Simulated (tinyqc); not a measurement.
## Trap spacing and activation energy from three currents

Inverse problem. In its exponential range, without heating, an amorphous layer of thickness ua passes I = (I0/2) exp[-(Ea - q V dz/(2 ua))/kB T]. Find dz, Ea and I0.

Parameters, values chosen for the exercise: amorphous thickness ua = 41 nm.

Constants: q = 1.602176634e-19 C, kB = 1.380649e-23 J/K. Results are converted to the units shown.

I at (1.7 V, 300 K), (2.6 V, 300 K) and (2.6 V, 340 K) (nA): 15.251472  138.70714  423.20797

Solution. The two voltages give dz/ua, the two temperatures the lowered barrier.

dz = 5.20 nm
Ea = 0.410 eV
I0 = 3.64 mA

tinyqc, about 0.02 s, one thread, Intel Xeon 2.30GHz (shared host): `OMP_NUM_THREADS=1 python tinyqc.py 2490135 2490136 out.jsonl`
